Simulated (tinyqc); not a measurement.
Thickness of the outer barriers: double quantum well by finite differences.

Finite differences on points z_i at the centres of cells of width h: H_ii = (c/h^2)(1/m_(i-1/2) + 1/m_(i+1/2)) + V_i, H_(i,i+1) = -(c/h^2)/m_(i+1/2), where m_(i+1/2) is the mean of the masses at the two points (the end values are repeated outwards), psi = 0 on the points beyond both ends, c = hbar^2/2m0. The field adds e F (z - z0) with z0 the middle of the structure; 1 kV/cm = 1e-5 eV/angstrom.

Constants: hbar^2/2m0 = 3.80998211 eV angstrom^2.

Values chosen for the exercise (out of a larger set: near those of a GaAs well in AlGaAs; not measured data): layers = ((56, 0.146, 0.0819), (56, 0, 0.0655), (14, 0.146, 0.0819), (70, 0, 0.0655), (56, 0.146, 0.0819)) (each layer: thickness in angstrom, band edge in eV, mass in m0); hf = 0.875 angstrom (cell width of the fine grid).

Fine grid, zero field, both outer layers set to each thickness in turn.

Levels (eV):

| outer layers (angstrom) | E1 | E2 | E3 |
|---|---|---|---|
| 14.000 | 0.03834 | 0.07929 | 0.19913 |
| 28.000 | 0.03445 | 0.06921 | 0.17285 |
| 56.000 | 0.03322 | 0.06555 | 0.15639 |
| 112.000 | 0.03314 | 0.06518 | 0.14879 |
| 224.000 | 0.03314 | 0.06518 | 0.14613 |

Which of the three levels are properties of the well, and how thick must the outer layers be?

E1 is bound, and within 0.1 meV of the last row from 56 angstrom on. E2 is bound, and within 0.1 meV of the last row from 112 angstrom on. E3 lies above the barrier edge 0.146 eV and keeps falling (-2.7 meV in the last step): it is a state of the box.

Program tinyqc; command `OMP_NUM_THREADS=1 python tinyqc.py 1250496 1250497 out.jsonl`; about 0.04 s on one thread of a shared Intel(R) Xeon(R) Processor @ 2.30GHz.
